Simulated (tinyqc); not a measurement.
# Koster-Slater impurity in a tight-binding band, by Green functions and by supercells, step by step

A worked calculation. Computed by tinyqc, a small Python program that keeps every step. Command: `OMP_NUM_THREADS=1 python tinyqc.py 3005127 3005128 out.jsonl kosterslater walk`. One thread of a shared host (Intel(R) Xeon(R) Processor @ 2.30GHz), about 0.02 s of CPU time with the checks. Intermediate numbers are printed to about 7 digits and carried at full precision; extremes and crossings named in words are read from the listed rows.

One orbital per site, e(k) = -2 t sum cos(k_i) over 2 direction(s), band from -4 t to 4 t, lattice constant 1. One site has the extra energy U. Spin is left out.

Inputs (values chosen for the exercise, for a model band):
```
quantity                  value      unit
hopping t                   1.7        eV
impurity potential U       -4.4        eV
supercell edge N              4     sites
energy inside the band E   -4.6        eV
broadening eta             0.14        eV
impurity concentration c   0.01  per site
```

Lattice: square.

Constants: hbar = 6.582119569e-16 eV s.

## The host Green function outside the band

Outside the band G0(E) = (2/(pi E)) K(m), m = 16 t^2/E^2, K the complete elliptic integral with parameter m. A bound state solves 1/U = G0(E). Energies: 0.05, 0.2, 0.5, 1, 2, 4 and 8 t beyond the band edge on the side of U, rounded to four digits.

Scan on the side of U:
```
E (eV)    G0 (1/eV)  1/U - G0 (1/eV)
-6.885   -0.3008768        0.0736040
-7.140   -0.2329314        0.0056587
-7.650   -0.1860206       -0.0412521
-8.500   -0.1494411       -0.0778316
-10.200  -0.1129480       -0.1143247
-13.600  -0.0789104       -0.1483623
-20.400  -0.0504735       -0.1767992
```

G0 diverges at the band edge, so any U binds a state, exponentially weakly when U is small.

## The bound state

Bisection in ln(distance from the edge) between 1e-5 t and |U| + t. Weight on the impurity site: -1/(U^2 dG0/dE), by a central difference with step min(1e-4 t, distance/30). Decay length along an axis: 1/arccosh(1 + distance/(2 t)).

level E_b = -7.180479 eV

distance from the band edge = 0.3804792 eV

weight on the impurity site = 0.3897442

decay length = 2.133184 sites

The state is shared between the impurity and its surroundings.

## Green function inside the band

Inside the band G0(z), z = E + i eta, comes from the chain form 1/(sqrt(y - 2t) sqrt(y + 2t)) (principal roots) at y = z + 2 t cos k, averaged over k in (0, pi) with 200 Gauss-Legendre points.

G0(E + i eta) = -0.1678445-0.1750462i 1/eV

## Scattering

T = U/(1 - U G0); phase shift delta = -arg(1 - U G0) in (-pi, pi]; host density of states -Im G0/pi; on the impurity -Im[G0/(1 - U G0)]/pi; lifetime of a band state hbar/(-2 c Im T).

T matrix = -1.739045-5.122371i eV

phase shift delta = 1.243506 rad

host density of states = 0.05571894 1/eV

density of states on the impurity = 0.08422012 1/eV

scattering lifetime = 6.424875 fs

The Born approximation would take Im T = U^2 Im G0 = -3.39 eV, 0.662 times the full value.

## The level in the supercell

In a periodic cell of N sites along each direction with Bloch vector K, the level solves 1/U = N^-d sum_k 1/(E - e(k)), k_i = (2 pi m_i + K_i)/N, m_i = 0..N-1; the outermost root on the side of U is taken (bisection). d is the number of directions. Gamma means K_i = 0, the zone corner K_i = pi, the quarter point K_i = pi/2. The error is measured against the isolated level E_b.

level at Gamma = -7.501952 eV

level at the corner = -6.715012 eV

level at the quarter point = -7.140812 eV

error at Gamma = -0.3214728 eV

width between Gamma and the corner = 0.7869404 eV

Images turn the level into a band 0.787 eV wide; the quarter point misses the isolated level by 0.040 eV, far less than Gamma, because the leading hopping between images averages out there.

## Convergence with cell size

Even N; errors against the isolated level E_b, set to 0 below 1e-6 t.

Error of the level (eV):
```
N   sites          Gamma        corner  quarter point
2       4  -1.267596e+00  2.780479e+00   4.654676e-01
4      16  -3.214728e-01  4.654676e-01   3.966696e-02
6      36  -1.119885e-01  1.241886e-01   4.944485e-03
8      64  -4.109595e-02  3.966696e-02   6.724990e-04
12    144  -5.414771e-03  4.944485e-03   1.326248e-05
16    256  -7.129865e-04  6.724990e-04              0
```

The error at Gamma falls exponentially, between the last two resolved rows by exp(-0.507) per site against 1/(decay length) = 0.469; the rest is the power-law prefactor of the Green function. Gamma and the corner err in opposite directions. Among the sizes listed an error below 1 meV is first reached at N = 16 at Gamma; at the quarter point N = 8 is enough.

## Phase shift across the band

delta/pi = -arg(1 - U G0)/pi counts the states added below E (Friedel); host DOS = -Im G0/pi, DOS on the impurity = -Im[G0/(1 - U G0)]/pi; 13 evenly spaced energies from -(band edge + |U| + 2t) to +(band edge + |U| + 2t).

Across the spectrum:
```
E (eV)     Re G0 (1/eV)  host DOS (1/eV)  DOS on the impurity (1/eV)   delta/pi
-14.60000    -0.0727337        0.0002518                   0.0005446  0.0016294
-12.16667    -0.0900419        0.0004012                   0.0011003  0.0029234
-9.73333     -0.1205525        0.0007930                   0.0035944  0.0074290
-7.30000     -0.2115738        0.0044417                   0.5200392  0.2312901
-4.86667     -0.1721716        0.0541729                   0.0874420  0.4003328
-2.43333     -0.1471070        0.0731282                   0.0637984  0.3931330
0.00000       0.0000000        0.1570144                   0.0274948  0.3625693
2.43333       0.1471070        0.0731282                   0.0195775  0.1751970
4.86667       0.1721716        0.0541729                   0.0148429  0.1282064
7.30000       0.2115738        0.0044417                   0.0011901  0.0101179
9.73333       0.1205525        0.0007930                   0.0003385  0.0022798
12.16667      0.0900419        0.0004012                   0.0002058  0.0012643
14.60000      0.0727337        0.0002518                   0.0001445  0.0008393
```

delta/pi starts and ends near zero (+0.002 and +0.001): the impurity moves states but creates none. The level lies only 2.7 eta outside the band, so the broadening smears its step. delta/pi rises at the bound state below the band (-7.180 eV), reaches 0.40 among these rows (1 in the limit of small eta, just above the level) and is paid back by the top of the band.

Checks made by the program: G0 at the level by a direct sum over directions (relative difference below 1e-10).
